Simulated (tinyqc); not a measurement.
Choice of the surrounding dielectric: dielectric confinement in a thin film (image charges).

A film |z| < t/2 of dielectric constant eps between half-spaces of dielectric constant e2; lam = (eps - e2)/(eps + e2), q = e^2/(4 pi eps0). The self-energy of a band edge is taken with the high-frequency value, e2 = eh, and the field of a fixed ion with the static one, e2 = eo. A charge at z has images lam^|n| at n t + (-1)^n z. Its self-energy is S(z) = (q/2 eps) sum over n >= 1 of lam^n [1/(n t - 2z) + 1/(n t + 2z)] for odd n and 2 lam^n/(n t) for even n; at the centre S(0) = -(q/(eps t)) ln(1 - lam).

Donor at the centre, lam from the static eo, trial function cos(pi z/t) exp(-rho/l): E(l) = c/(m l^2) - (q/eps) times the integral over k of F(k t) (1 + (k l/2)^2)^(-3/2), with F(x) = F0 + 2 lam exp(-x) G/(1 - lam exp(-x)), F0 = 2[(1 - exp(-x/2))/x + x (1 + exp(-x/2))/(x^2 + 4 pi^2)], G = 2 sinh(x/2)[1/x - x/(x^2 + 4 pi^2)]; c = hbar^2/2m0. The binding energy is -E at the minimum, counted from the subband edge with its self-energy.

Constants: e^2/(4 pi eps0) = 14.39964547 eV angstrom; hbar^2/2m0 = 3.80998211 eV angstrom^2; Ry = 13.60569312 eV.

Values chosen for the exercise (out of a larger set: near those of a Si (100) film, two-fold valleys, in vacuum; not measured data):
- t = 32 angstrom (film thickness)
- eps = 11.4 (dielectric constant of the film)
- m = 0.188 m0 (mass in the plane)

The same film between different dielectrics; in this table one value e2 serves for both eo and eh.

Results:
```
case         lam  <S> (meV)  binding (meV)  l (angstrom)
e2 = 1     0.839       79.4          175.2          21.5
e2 = 2.5   0.640       45.9          115.7          22.5
e2 = 3.9   0.490       30.9           90.7          23.2
e2 = 7.5   0.206       10.9           60.5          24.6
e2 = 16   -0.168       -7.6           35.9          26.9
e2 = 25   -0.374      -15.8           26.2          28.4
e2 = 80   -0.751      -28.7           12.8          32.1
```

The binding spans a factor 13.7, from 175 meV in vacuum to 12.8 meV for e2 = 80; going from 3.9 to 25 changes it by -64.5 meV and the band edge by -46.6 meV, so the binding responds 1.38 times as much as the edge (for an orbit much smaller than t the binding would change by twice the change of S(0), -78.2 meV; here l/t = 0.72 for e2 = 3.9).

Program tinyqc; command `OMP_NUM_THREADS=1 python tinyqc.py 1251174 1251175 out.jsonl`; about 0.05 s on one thread of a shared Intel(R) Xeon(R) Processor @ 2.30GHz.
